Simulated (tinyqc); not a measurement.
Wafer bonding and layer transfer: bond energy, gap closing, particles, bonding of dissimilar wafers and hydrogen blisters: one step, computed by the program tinyqc.

gamma is the energy per area of each of the two surfaces; plates are isotropic.

Question. Does a shallow gap close? E' = E1/(1 - nu^2), equal wafers of thickness t1 assumed. A gap of radius R closes if h_g < h_c: h_c = R^2/sqrt((2/3) E' t1^3/gamma) for R > 2 t1 (plate bending), h_c = 3.6 sqrt(R gamma/E') for R < 2 t1 (local deformation).

Inputs (values chosen for the exercise, for model wafers):
```
quantity                    value        unit
Young's modulus E1            135         GPa
Poisson ratio nu             0.26           -
thickness t1                  625  micrometre
radius of a shallow gap R    0.24          mm
half height of the gap h_g     24          nm
```

bond energy gamma = 0.4300187 J/m^2

Give: closable height h_c; h_g/h_c.

Answer.

closable height h_c = 96.11 nm

h_g/h_c = 0.2497

The gap closes.
